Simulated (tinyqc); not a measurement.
Electron mobility in a silicon inversion layer, empirical terms and Matthiessen rule: two steps of the calculation.

Inversion layer of sheet density Ns on a uniformly doped body, under a high-permittivity gate with an interlayer. The mobility terms are empirical power laws with prefactors chosen for the exercise; adding their inverses (Matthiessen) is itself an approximation.

Values chosen for this exercise; material values close to those of silicon: temperature T = 300 K; relative permittivity of the semiconductor eps_r = 11.5; body doping Nb = 1.3e17 cm^-3; weight of the inversion charge in the effective field eta = 0.5; gate capacitance Cox = 0.86 uF/cm^2; phonon-limited mobility at 1 MV/cm and 300 K Ap = 464 cm^2/(V s); roughness-limited mobility at 1 MV/cm As = 1240 cm^2/(V s); exponent of the roughness term gs = 2; Coulomb prefactor Ac = 1900 cm^2/(V s); charge at the interface Nit = 5.3e10 cm^-2; remote-phonon mobility without interlayer Ar = 180 cm^2/(V s); interlayer thickness ti = 0.9 nm; decay length of remote phonons lr = 0.6 nm; ratio W/L WL = 1; drain voltage Vd = 0.05 V; measured linear current I = 15.4 uA.

Constants: q = 1.602176634e-19 C, eps0 = 8.8541878128e-14 F/cm where lengths are in cm. Results are converted to the units shown.

Problem 1. Inversion density for the measured current. I = (W/L) q Ns mu Vd. E = q (Ndep + eta Ns)/(eps0 eps_r) in MV/cm. With t = T/(300 K): muC = Ac (Ns/1e12 cm^-2) t/(Nb/1e17 cm^-3 + Nit/1e11 cm^-2), muP = Ap E^(-1/3) t^(-1.75), muS = As E^(-gs), muR = Ar exp(2 ti/lr)/t; 1/mu is the sum of the inverses. Ns(new) = I/((W/L) q mu Vd).

Ns at the start = 2.5e12 cm^-2
Ndep = 1.3746701e12 cm^-2

Give: E; mu; Ns after iteration 1.

Solution 1.

E = 0.4130 MV/cm
mu = 415.9 cm^2/(V s)
Ns after iteration 1 = 4.622e12 cm^-2

Problem 2. Split C-V extraction. Q(Vg) is the trapezoid sum of Cgc from the first point (where Q is taken as 0); mu_eff = I/((W/L) Q Vd); mu_FE = (dI/dVg)/((W/L) Cox Vd) with a backward difference. Listed from point 4 on.

```
point	Vg (V)	Cgc (uF/cm^2)	I (uA)
0	0	1.1420584e-4	5.7761399e-9
1	0.1	0.0017047384	1.2885882e-6
2	0.2	0.024807393	2.7788922e-4
3	0.3	0.26451014	0.039405164
4	0.4	0.74747360	0.79492038
5	0.5	0.85142896	2.5974121
6	0.6	0.85942148	4.6095237
7	0.7	0.85996129	6.5628818
8	0.8	0.85999741	8.4054520
9	0.9	0.85999983	10.128528
10	1	0.85999999	11.734694
11	1.1	0.86000000	13.229801
12	1.2	0.86000000	14.620446
```

Give: Q; mu_eff; mu_FE.

Solution 2.

```
point	Q (uC/cm^2)	mu_eff (cm^2/(V s))	mu_FE (cm^2/(V s))
4	0.06648	239.1	175.7
5	0.1464	354.8	419.2
6	0.2320	397.4	467.9
7	0.3179	412.8	454.3
8	0.4039	416.2	428.5
9	0.4899	413.5	400.7
10	0.5759	407.5	373.5
11	0.6619	399.7	347.7
12	0.7479	391.0	323.4
```

At the last point mu_FE is 17 % below mu_eff: where the mobility falls with gate voltage the slope of I understates it.

Computed by the program tinyqc: `OMP_NUM_THREADS=1 python tinyqc.py 2510010 2510011 out.jsonl`, one thread of a shared Intel Xeon 2.30GHz, about 0.01 s for the whole run.
